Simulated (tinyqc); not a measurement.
## Effect of the position of a charge sheet

One sheet of -2.1e11 cm^-2 lies at the depth x from the gate; it shifts Vfb by -(q/eps0) Q s, with s = x/e2 in layer 2 and t2/e2 + (x - t2)/e1 in layer 1, and it induces the share s/(t1/e1 + t2/e2) of its image in the semiconductor.

Values chosen for this exercise: thickness of layer 1, next to the semiconductor t1 = 1.9 nm; relative permittivity of layer 1 e1 = 4.05; thickness of layer 2, next to the gate t2 = 4 nm; relative permittivity of layer 2 e2 = 22.2.

Constants: q = 1.602176634e-19 C, eps0 = 8.8541878128e-14 F/cm where lengths are in cm. Results are converted to the units shown.

Result of one run:
```
x (nm)  shift (mV)  image in the semiconductor (%)
3.69         6.316                           25.60
```

What becomes of these results when the depth of the sheet x is changed from 3.69 to 0 nm, all else the same?

Result of the changed run:
```
x (nm)  shift (mV)  image in the semiconductor (%)
0                0                               0
```

The whole series:
```
x (nm)  shift (mV)  image in the semiconductor (%)
0                0                               0
0.74         1.267                           5.134
1.48         2.533                           10.27
2.21         3.783                           15.33
2.95         5.050                           20.47
3.69         6.316                           25.60
4.43         10.88                           44.10
5.16         17.73                           71.86
5.9          24.67                           100.0
```

The shift grows from 0 at the gate to 24.7 mV at the semiconductor, by 1.71 mV/nm in layer 2 and 9.38 mV/nm in layer 1, the ratio of the permittivities. A sheet between the layers has 27.7 % of its full effect.

Numbers from tinyqc (`OMP_NUM_THREADS=1 python tinyqc.py 2010153 2010154 out.jsonl`; about 0.01 s on one thread of a shared Intel Xeon 2.30GHz).
